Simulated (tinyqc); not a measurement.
# Gap voltage and exponent from three temperatures

Question. At constant current VBE(T) = Vg0 - a T - eta (kB T/q) ln T, where a is a constant. Find Vg0, eta and dVBE/dT at the middle temperature.

Constants: q = 1.602176634e-19 C, kB = 1.380649e-23 J/K. Results are converted to the units shown.

T (K): 233  330  390
VBE at a constant current (V): 0.7511264343  0.5337692312  0.3937676581

Answer. The relation is linear in Vg0, a and eta, so three points give a linear system; the slope is (VBE - Vg0 - eta kB T/q)/T. eta rests on the curvature of VBE(T) alone, so real fits need accuracy of some tens of microvolts or better.

Vg0 = 1.171 V
eta = 4.300
dVBE/dT = -2.302 mV/K

tinyqc, about 0.02 s, one thread, Intel Xeon 2.30GHz (shared host): `OMP_NUM_THREADS=1 python tinyqc.py 2062147 2062148 out.jsonl`
